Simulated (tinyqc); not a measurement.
Worked calculation: Keating valence-force model of a tetrahedral crystal. Computed by tinyqc, a small Python program that keeps every step. Command: `OMP_NUM_THREADS=1 python tinyqc.py 3025429 3025430 out.jsonl keating walk`. One thread of a shared host (Intel(R) Xeon(R) Processor @ 2.30GHz), about 0.05 s of CPU time with the checks. Intermediate numbers are printed to about 7 digits and carried at full precision; extremes and crossings named in words are read from the listed rows.

Atom A sits at 0 and atom B at a/4 (1,1,1) of an fcc lattice; the four bonds from A are t = a/4 (1,1,1), a/4 (1,-1,-1), a/4 (-1,1,-1), a/4 (-1,-1,1), of length d = sqrt(3) a/4. Energy: E = (3 alpha/(8 d^2)) sum over bonds (r.r - d^2)^2 + (3 beta/(8 d^2)) sum over pairs of bonds at one atom (r_i.r_j + d^2/3)^2, with beta_A for the six pairs at A and beta_B for the six at B. The cell holds two atoms, Omega = a^3/4. 1 N/m = 1 J/m^2. With constants fitted to the elastic moduli this model puts optical and zone-boundary frequencies of real crystals too high, by up to about 20 % in elemental crystals and up to about 50 % in compounds, and mostly by more for TA modes; in compounds the lattice part of the static dielectric constant then comes out too low.

Inputs (values chosen for the exercise, modelled on gallium antimonide):
```
quantity                value      unit
lattice constant a      6.096  angstrom
mass M_A                69.72         u
mass M_B               121.76         u
bond stretching alpha    34.3       N/m
bond bending beta_A      7.45       N/m
bond bending beta_B       7.2       N/m
Born charge Z*           1.91         e
eps_inf                  14.8         -
mesh divisions n            8         -
temperature T             600         K
```

Structure: zinc blende.

wave vector q (2 pi/a): 0.65  0.32  0

Constants: 1 eV/angstrom^2 = 16.02176634 J/m^2; nu for 1 eV/(angstrom^2 u) = 15.6333042 THz; 1 THz = 33.35640952 1/cm; e^2/(4 pi eps_0) = 14.39964548 eV angstrom; u = 1.6605390666e-27 kg; h x 1 THz = 4.135667696 meV; k_B = 8.617333262e-05 eV/K.

## Dynamical matrix at q

With displacements u exp(i q.r), each bracket changes by g.u, where g = (g_A, g_B): bond t, g = (-2 t, 2 t exp(i q.t)); pair (i, j) at A, g = (-(t_i + t_j), t_i exp(i q.t_j) + t_j exp(i q.t_i)); pair at B, g = (-t_i exp(-i q.t_j) - t_j exp(-i q.t_i), t_i + t_j). Then D_mn = sum over the 4 bonds and 12 pairs of (4 k/a^2) conj(g_m) g_n / sqrt(M_m M_n), with k = alpha or beta converted to eV/angstrom^2. Only the short-range forces enter; the Coulomb field of the charges is left out.

D(q) (eV/(angstrom^2 u)), lower triangle (Hermitian):
```
                      A x                   A y                   A z                   B x
A x             0.1634485
A y             0.0048491             0.1506886
A z  0.0000000-0.0079129i  0.0000000-0.0026658i             0.1534051
B x            -0.0516433             0.0300242  0.0000000+0.0183988i             0.0938771
B y             0.0300242            -0.0516433  0.0000000+0.0546137i             0.0028730
B z  0.0000000+0.0183988i  0.0000000+0.0546137i            -0.0516433  0.0000000+0.0046883i

                      B y        B z
B y             0.0863170
B z  0.0000000+0.0015794i  0.0879266
```

## Frequencies at q

Diagonalise the Hermitian matrix D. An eigenvalue lambda of D in eV/(angstrom^2 u) gives nu = 15.6333042 THz x sqrt(lambda). The weight on A is the sum of |e|^2 over the three components of atom A.

frequencies (THz): 2.461983  2.989771  4.061903  6.606893  7.182224  7.284343

weights on atom A: 0.3275037  0.3071933  0.2088830  0.7816938  0.6613188  0.7134074

The top mode has 71 % of its weight on A, the lighter atom.

## Elastic constants and internal strain

beta = (beta_A + beta_B)/2; C11 = (alpha + 3 beta)/a, C12 = (alpha - beta)/a, C44 = 4 alpha beta/(a (alpha + beta)); with the two sublattices clamped C44(0) = (alpha + beta)/a; internal-strain parameter zeta = (alpha - beta)/(alpha + beta); B = (C11 + 2 C12)/3.

C11 = 92.31463 GPa

C12 = 44.25033 GPa

C44 = 39.60614 GPa

clamped C44(0) = 68.28248 GPa

internal-strain parameter zeta = 0.6480480

bulk modulus B = 60.27176 GPa

Letting the sublattices shift lowers C44 by 42 %, which is zeta^2. A shear is shared between bond lengths and angles. The model fixes 2 C44 (C11 + C12)/((C11 - C12)(C11 + 3 C12)) = 1.000 whatever alpha and beta are.

## Optical mode at the zone centre

beta = (beta_A + beta_B)/2; mu = M_A M_B/(M_A + M_B); lambda = 4 (alpha + beta)/mu with the springs in eV/angstrom^2; nu = 15.6333042 THz x sqrt(lambda).

reduced mass mu = 44.33417 u

nu_TO at G = 7.568911 THz

the same as a wavenumber = 252.4717 1/cm

## LO-TO splitting

The long-range field adds 4 pi Z*^2 (e^2/(4 pi eps_0))/(eps_inf Omega mu) to lambda for the longitudinal mode at q -> 0; lambda = (nu/15.6333042 THz)^2; eps_0 = eps_inf (nu_LO/nu_TO)^2 (Lyddane-Sachs-Teller; here eps_0 is the static dielectric constant).

nu_LO at G = 7.850482 THz

static dielectric constant = 15.92163

The splitting is 3.7 % of nu_TO, and the lattice adds 1.12 to the dielectric constant.

## Frequencies at the zone boundary

The formulas are those given above.

Frequencies (THz) at points given in 2 pi/a:
```
point                  nu 1      nu 2      nu 3      nu 4      nu 5      nu 6
X (1, 0, 0)        3.026140  3.026140  4.959106  6.536842  6.937643  6.937643
L (0.5, 0.5, 0.5)  2.152243  2.152243  4.770141  6.485379  7.256464  7.256464
W (1, 0.5, 0)      3.293841  3.419355  4.567204  6.035649  7.023518  7.262250
K (0.75, 0.75, 0)  2.801298  3.613659  4.625478  6.135448  7.031440  7.231801
```

At X the two longitudinal modes are split (4.96 and 6.54 THz) because each moves one sublattice alone.

## Lowest frequency at X

Take the lowest frequency at X = (1, 0, 0) 2 pi/a, the transverse acoustic (TA) mode.

TA frequency at X = 3.026140 THz

## Transverse acoustic branch against its sound line

The sound line is nu = v q/(2 pi) with v = sqrt(C44/rho), rho = (M_A + M_B)/Omega; the clamped line uses C44(0).

Frequencies (THz) along G-X; columns: (1) q (2 pi/a); (2) lowest branch; (3) sound line, relaxed C44; (4) sound line, clamped C44(0); (5) third-lowest frequency; (6) highest frequency:
```
(1)        (2)       (3)       (4)       (5)       (6)
0.05  0.217716  0.217850  0.286043  0.332415  7.565779
0.15  0.649920  0.653550  0.858128  0.992999  7.540956
0.30  1.277589  1.307100  1.716256  1.957398  7.460307
0.45  1.858285  1.960650  2.574384  2.864587  7.337247
0.60  2.361964  2.614200  3.432512  3.684084  7.190935
0.75  2.750689  3.267749  4.290641  4.374613  7.051392
0.90  2.980387  3.921299  5.148769  4.850285  6.957421
1.00  3.026140  4.356999  5.720854  4.959106  6.937643
```

At small q the branch follows the relaxed line (0.999 of it, against 0.761 of the clamped one): in a long shear wave the sublattices shift against each other. At X it reaches 69 % of the relaxed line. Real tetrahedral semiconductors have flatter TA branches than a Keating model fitted to their elastic constants, which needs longer-ranged terms to mend.

## Thermal sums on a mesh

Mesh: q = sum_i (m_i + 1/2)/n b_i, m_i = 0..n-1, with b = [[-1, 1, 1], [1, -1, 1], [1, 1, -1]] in 2 pi/a; sums over the six modes are averaged over the n^3 points and halved, per atom. With x = h nu/(k_B T) and n = 1/(exp(x) - 1) for each mode: F = k_B T [x/2 + ln(1 - exp(-x))], U = k_B T x (n + 1/2), S/k_B = x n - ln(1 - exp(-x)), C/k_B = x^2 n (n + 1). The acoustic share counts the three lowest modes at each q; zero-point energy = sum h nu/2.

free energy F = -157.5861 meV/atom

entropy S = 6.095451 k_B/atom

heat capacity C = 2.952841 k_B/atom

acoustic share of C = 0.5052220

zero-point energy = 31.25619 meV/atom

C is 98 % of the classical value; acoustic and optical modes carry nearly equal shares.

Checks made by the program: slopes of the acoustic branches along [110] against C11, C12 and the relaxed C44 (relative difference 1e-06); zone-centre optical mode against D(q = 0) (relative difference below 1e-10); longitudinal modes at X against the diagonal of D (relative difference below 1e-10).
